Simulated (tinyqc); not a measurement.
Strength against creep resistance: grain growth, pinning, strength and diffusional creep of a polycrystal or thin film. Computed by tinyqc, a small Python program. Command: `OMP_NUM_THREADS=1 python tinyqc.py 3016805 3016806 out.jsonl grain walk`. One thread of a shared host (Intel(R) Xeon(R) Processor @ 2.30GHz), about 0.01 s of CPU time with the checks.

One mean grain size d describes the structure.

Inputs (values chosen for the exercise, modelled on copper):
```
quantity                                    value        unit
atomic volume Omega                         11.81  angstrom^3
boundary energy gamma                        0.57       J/m^2
mobility prefactor M0                     9.5e-06   m^4/(J s)
activation energy of boundary motion Q_m     1.18          eV
anneal temperature T                          640           K
anneal time t                                  15           s
initial grain size d0                          40          nm
particle volume fraction f                0.00034           -
particle radius r                             2.5          nm
Hall-Petch slope k_y                        0.094   MPa m^0.5
lattice diffusion energy Q_l                 2.03          eV
boundary diffusion energy Q_b               0.921          eV
lattice prefactor D0                        2e-05       m^2/s
boundary prefactor delta D0b              2.9e-14       m^3/s
applied stress sigma                          280         MPa
service temperature T_c                       549           K
```

Sample: bulk.

Constants: k_B = 8.617333262e-05 eV/K; k_B = 1.380649e-23 J/K.

Method:
- M = M0 exp(-Q_m/(k_B T)). The driving pressure is 2 gamma/d. Zener pinning pressure 3 f gamma/(2 r) stops growth at d_Z = 4 r/(3 f). The limit is d_lim = d_Z.
- dd/dt = 2 M gamma (1/d - 1/d_lim) integrates to 2 M gamma t = d_lim (d0 - d) + d_lim^2 ln[(d_lim - d0)/(d_lim - d)]; without pinning d^2 = d0^2 + 4 M gamma t.
- Nabarro-Herring rate = 14 sigma Omega D_l/(k_B T d^2), D_l = D0 exp(-Q_l/(k_B T)); Coble rate = 14 pi sigma Omega delta D_b/(k_B T d^3), delta D_b = delta D0b exp(-Q_b/(k_B T)); they are equal at d_x = pi delta D_b/D_l.
- Hall-Petch term k_y/sqrt(d).

crossover size d_x = 6.90325e+07 micrometre

At T_c and sigma:
```
d (nm)  Hall-Petch term (MPa)  Nabarro-Herring (1/s)  Coble (1/s)  time to 1 % (s)
30                     542.71             3.1436e-08   7.2336e+01       1.3824e-04
100                    297.25             2.8292e-09   1.9531e+00       5.1201e-03
300                    171.62             3.1436e-10   7.2336e-02       1.3824e-01
1000                    94.00             2.8292e-11   1.9531e-03       5.1201e+00
3000                    54.27             3.1436e-12   7.2336e-05       1.3824e+02
10000                   29.73             2.8292e-13   1.9531e-06       5.1201e+03
100000                   9.40             2.8292e-15   1.9531e-09       5.1201e+06
```

What does the comparison show, and why?

From 100 micrometre to 30 nm grains the Hall-Petch term grows 58 times, while the time to 1 % strain shrinks by 10.6 decades. Coble creep rules in 7 of the seven rows (d_x is a millimetre or more). Fine grains resist slip but creep fast. The Hall-Petch value at 30 nm is at the edge of that law. Caution: the stress nears the yield stress, where dislocation creep takes over. Caution: sigma Omega is not small against k_B T, as the linear creep laws assume.

Extremes, crossings and ranges named in words are read from the listed rows.
